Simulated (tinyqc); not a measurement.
Thermal stress, cracking, delamination and buckling of a thin film; Griffith cracks and misfitting inclusions: one step, computed by the program tinyqc. Command: `OMP_NUM_THREADS=1 python tinyqc.py 3009329 3009330 out.jsonl filmcrack walk`. One thread of a shared host (Intel(R) Xeon(R) Processor @ 2.30GHz), about 0.01 s of CPU time with the checks.

Isotropic linear elasticity; the substrate is much thicker than the film; stress is positive in tension.

Task: Elastic mismatch. Dundurs alpha = (Ebar - Ebar_s)/(Ebar + Ebar_s), with Ebar_s = E_s/(1 - nu_s^2). The channel-crack factor is taken as g = 1.258 (1 - alpha)^(-0.7), a rough interpolation chosen for the exercise (1.258 is the value for matched materials).

Inputs (values chosen for the exercise, modelled on a silicon nitride film on silicon): deposition temperature T_d = 600 K; final temperature T = 300 K; substrate Young's modulus E_s = 145 GPa; substrate Poisson ratio nu_s = 0.27.

Ebar = 259.5453 GPa

Give: Dundurs alpha; factor g.

Result:

Dundurs alpha = 0.2480

factor g = 1.536

A stiff film on a softer substrate opens wider and cracks more easily.
